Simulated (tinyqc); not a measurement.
Hubbard chain of 2 sites, step by step. One step of it, computed by the program tinyqc.

Task: Mean-field iteration 1. H(up) = T + U n(down), H(down) = T + U n(up); fill the lowest levels; n(new) = n + mixing (n(out) - n); E = tr T (rho up + rho down) + U sum n_up n_down of the output.

one-body matrix (hopping and site energies) (eV), order 1, 2:
$$\begin{pmatrix}
0.100000 & -1.560000 \\
-1.560000 & -0.440000
\end{pmatrix}$$

U = 9.100000 eV

electrons, up and down: [1, 1]

mixing = 1

n(up) at the start (a guess, not normalised): 1 0.800000, 2 0.200000

n(down) at the start (a guess): 1 0.200000, 2 0.800000

Give: levels, up; levels, down; energy; n(up) after iteration 1; n(down) after iteration 1.

Result:

levels, up (eV): [1.4671, 7.2929]

levels, down (eV): [0.9986, 7.7614]

energy = -0.7658 eV

n(up) after iteration 1: 1 0.9223, 2 0.0777

n(down) after iteration 1: 1 0.0564, 2 0.9436
